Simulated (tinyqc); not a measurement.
Inside a calculation. Method: extended Hueckel theory, for H3+. The parameters take no account of the charge, which enters only through the electron count. One step of it, computed by the program tinyqc.

Task: Wolfsberg-Helmholz matrix. H_ij = K' S_ij (H_ii + H_jj)/2 for i != j (the diagonal keeps H_ii), with K' = 2.

overlap S, order 1H 1s, 2H 1s, 3H 1s:
```
[[1.000000, 0.485622, 0.485746],
 [0.485622, 1.000000, 0.181750],
 [0.485746, 0.181750, 1.000000]]
```

diagonal H_ii (eV): [-13.600000, -13.600000, -13.600000]

K = 2.000000

Give: H.

Result:

H (eV), order 1H 1s, 2H 1s, 3H 1s:
```
[[-13.600, -13.209, -13.212],
 [-13.209, -13.600, -4.944],
 [-13.212, -4.944, -13.600]]
```
